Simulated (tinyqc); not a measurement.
# Metal gate on a two-layer dielectric stack with fixed charge and a dipole: flat band against the thickness t1

Gate, layer 2, layer 1, p-type semiconductor; x runs from the gate inwards. Charges are counted in units of +q. psi is the band bending at the surface, positive towards inversion. Classical charge, Boltzmann statistics, no interface traps.

EOT = 3.9 (t1/e1 + t2/e2), Cox = eps0/(t1/e1 + t2/e2); phi_ms = pM - (chi + Eg - Vt ln(Nv/Na)). Vfb = phi_ms + Vd - (q/eps0) [Q1 (t1/e1 + t2/e2) + Q2 t2/e2 + r1 (t1^2/(2 e1) + t1 t2/e2) + r2 t2^2/(2 e2)]: each charge counts with its electrical distance from the gate. ni = sqrt(Nc Nv) exp(-Eg/(2 Vt)), Eg in volts, pB = Vt ln(Na/ni), Vth = Vfb + 2 pB + sqrt(4 q eps0 eps_r Na pB)/Cox.

Values chosen for this exercise; band and dielectric values close to those of silicon, layer 1 close to silicon dioxide, layer 2 close to zirconium oxide:
- T = 350 K (temperature)
- Eg = 1.11 eV (band gap)
- eps_r = 11.9 (relative permittivity)
- Nc = 3.49e19 cm^-3 (conduction-band density of states at T)
- Nv = 3.38e19 cm^-3 (valence-band density of states at T)
- chi = 4.06 eV (electron affinity)
- Na = 1.1e17 cm^-3 (acceptor density)
- pM = 5.11 eV (work function of the gate metal)
- e1 = 3.82 (relative permittivity of layer 1)
- t2 = 3.2 nm (thickness of layer 2, next to the gate)
- e2 = 24.6 (relative permittivity of layer 2)
- Q1 = 2.2e11 cm^-2 (fixed charge at the semiconductor interface)
- Q2 = 1.8e11 cm^-2 (fixed charge between the layers)
- r1 = 0 cm^-3 (uniform charge density in layer 1)
- r2 = 0 cm^-3 (uniform charge density in layer 2)
- Vd = 0.05 V (flat-band shift by a dipole layer between the layers)

Constants: q = 1.602176634e-19 C, kB = 1.380649e-23 J/K, Vt = kB T/q, eps0 = 8.8541878128e-14 F/cm where lengths are in cm. Results are converted to the units shown.

Result of one run:
```
EOT (nm)	Vfb (V)	Vth (V)
3.0597	0.12728	1.0400
```

Which thickness of layer 1, next to the semiconductor t1 gave this result: 2, 2.5, 3 or 4 nm?

t1 = 2.5 nm.

The whole series:
```
t1 (nm)	EOT (nm)	Vfb (V)	Vth (V)
0.5	1.0178	0.14813	0.96129
1	1.5283	0.14292	0.98097
1.5	2.0387	0.13771	1.0007
2	2.5492	0.13249	1.0203
2.5	3.0597	0.12728	1.0400
3	3.5701	0.12207	1.0597
3.5	4.0806	0.11686	1.0794
4	4.5911	0.11165	1.0991
```

Vfb falls from 0.148 to 0.112 V and Vth rises from 0.961 to 1.10 V. The slope dVfb/dEOT is -10.2 mV/nm between the first two rows and -10.2 between the last two: a straight line, set by the charge below the growing layer, which reads as 2.20e11 cm^-2. A line through the end rows meets EOT = 0 at 0.159 V, against phi_ms + Vd = 0.163 V; an effective work function read from it is off by 45.8 mV from pM.

Program tinyqc, `OMP_NUM_THREADS=1 python tinyqc.py 2010171 2010172 out.jsonl`; Intel Xeon 2.30GHz, shared host, one thread, about 0.01 s.
